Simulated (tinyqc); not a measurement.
Free and trapped electrons in a MOS channel with a dense trap tail: free and trapped charge against gate voltage.

p-type body, charge-sheet picture, full ionisation (an idealisation for deep acceptors), Boltzmann statistics for free electrons. e = Ec - EF at the surface. Acceptor-like traps of density D(E) = D0 + De exp(-E/Ew) at depth E below Ec, from 0 to Eu, hold n_t = integral of D(E)/(1 + exp((e - E)/Vt)). psi = Eg - Vt ln(Nv/Na) - e; N_dep = sqrt(2 eps0 eps_r Na (psi - Vt)/q); n_f = sqrt(N_dep^2 + 2 eps0 eps_r Vt Nc exp(-e/Vt)/q) - N_dep; Vg = Vfb + psi + q (N_dep + n_t + n_f)/Cox, Cox = eps0 eox/tox.

Free share n_f/(n_f + n_t); swing ln 10 n_f/(dn_f/dVg); field-effect mobility mf q (dn_f/dVg)/Cox, for a constant mf; oxide field q (N_dep + n_t + n_f)/(eps0 eox).

Inputs (values chosen for the exercise); band and dielectric values close to those of 4H silicon carbide:

| symbol | value | unit | meaning |
|---|---|---|---|
| T | 475 | K | temperature |
| Eg | 3.26 | eV | band gap |
| eps_r | 9.54 |  | relative permittivity |
| Nc | 3.41e19 | cm^-3 | conduction-band density of states at T |
| Nv | 4.88e19 | cm^-3 | valence-band density of states at T |
| eox | 3.9 |  | relative permittivity of the insulator |
| tox | 59 | nm | insulator thickness |
| Na | 1.2e16 | cm^-3 | acceptor density |
| Vfb | -2.71 | V | flat-band voltage without trapped charge |
| D0 | 1e10 | cm^-2 eV^-1 | constant background density of acceptor-like traps |
| De | 4.1e13 | cm^-2 eV^-1 | density of the tail at the conduction edge |
| Ew | 0.09 | eV | decay energy of the tail |
| Eu | 0.65 | eV | depth below Ec down to which the traps reach |
| mf | 240 | cm^2/(V s) | mobility of free electrons |

Constants: q = 1.602176634e-19 C, kB = 1.380649e-23 J/K, Vt = kB T/q, eps0 = 8.8541878128e-14 F/cm where lengths are in cm. Results are converted to the units shown.

Free and trapped charge against gate voltage:

| Vg (V) | e (eV) | n_f (cm^-2) | n_t (cm^-2) | free share (%) | swing (mV/decade) | field-effect mobility (cm^2/(V s)) | oxide field (MV/cm) |
|---|---|---|---|---|---|---|---|
| 1 | 0.6634 | 1.270e6 | 1.549e9 | 0.08193 | 134.4 | 0.01429 | 0.2464 |
| 2.3 | 0.2678 | 1.816e10 | 2.684e11 | 6.337 | 1011 | 27.17 | 0.3997 |
| 3.5 | 0.1944 | 1.006e11 | 5.895e11 | 14.58 | 2503 | 60.83 | 0.5906 |
| 4.8 | 0.1533 | 2.452e11 | 9.003e11 | 21.41 | 4442 | 83.52 | 0.8040 |
| 6.1 | 0.1256 | 4.261e11 | 1.181e12 | 26.51 | 6545 | 98.50 | 1.020 |
| 7.3 | 0.1058 | 6.162e11 | 1.420e12 | 30.26 | 8532 | 109.3 | 1.220 |
| 8.6 | 0.08808 | 8.426e11 | 1.660e12 | 33.66 | 1.067e4 | 119.4 | 1.437 |
| 9.9 | 0.07287 | 1.088e12 | 1.882e12 | 36.64 | 1.277e4 | 128.9 | 1.655 |
| 11.2 | 0.05943 | 1.353e12 | 2.086e12 | 39.33 | 1.481e4 | 138.2 | 1.873 |

n_f reaches 1e11 cm^-2 at Vg = 3.49 V, against 1.88 V without traps. The free share rises from 0.0819 to 39.3 % and the field-effect mobility rises from 0.0143 to 138 cm^2/(V s), although mf = 240 is constant: in the last row 57.6 % of Cox dVg goes into free electrons. The swing in the first row is 134 mV a decade (Vt ln 10 = 94.3). For Vg = 9.9, 11.2 EF lies less than 2 Vt below the band edge, or above it, where degeneracy and confinement, left out, matter.

Computed by the program tinyqc: `OMP_NUM_THREADS=1 python tinyqc.py 2222118 2222119 out.jsonl`, one thread of a shared Intel Xeon 2.30GHz, about 0.02 s for the whole run.
